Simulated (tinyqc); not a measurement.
From results back to parameters: donor-acceptor pair recombination. Two cases, with inputs chosen for the exercise.

Problem. The lines of two shells were computed from hidden eps and ED + EA.

h nu = Eg - ED - EA + q/(eps R), q = e^2/(4 pi eps0); shell j lies at R = a_lat sqrt(j/2) for the same sublattice and a_lat sqrt(j/2 - 5/16) for opposite ones (on the same sublattice shells 14, 30, 46, 56, 62, ... are empty, where 2j has the form 4^a (8b + 7)); rate W = W0 exp(-2R/aD) with the donor radius aD = q/(2 eps ED). Polarisation and overlap terms, which matter for close pairs, are left out.

Constants: e^2/(4 pi eps0) = 14.39964547 eV angstrom.

Find: R; eps; ED + EA.

Method. h nu against 1/R is a line of slope q/eps and intercept Eg - ED - EA.

Case 1.

Values chosen (near those of impurities in GaAs; the results hold for these values, not for the real material): a_lat = 5.653 angstrom (lattice constant); Eg = 1.523 eV (gap); kind = opposite (sublattices of donor and acceptor); j12 = (3185, 9935) (two shells).

h nu (eV): 1.494227  1.492046

Solution.

R (angstrom): 225.57  398.41

eps = 12.7
ED + EA = 34 meV

Case 2.

Values chosen (near those of impurities in Si; the results hold for these values, not for the real material): a_lat = 5.431 angstrom (lattice constant); Eg = 1.161 eV (gap); kind = opposite (sublattices of donor and acceptor); j12 = (40, 359) (two shells).

h nu (eV): 1.123773  1.089629

Solution.

R (angstrom): 24.10  72.70

eps = 11.7
ED + EA = 88 meV

Computed by tinyqc, one run a case: `OMP_NUM_THREADS=1 python tinyqc.py N N+1 out.jsonl` with N = 1252093, 1252112; one thread of a shared Intel(R) Xeon(R) Processor @ 2.30GHz, about 0.05 s a run at most.
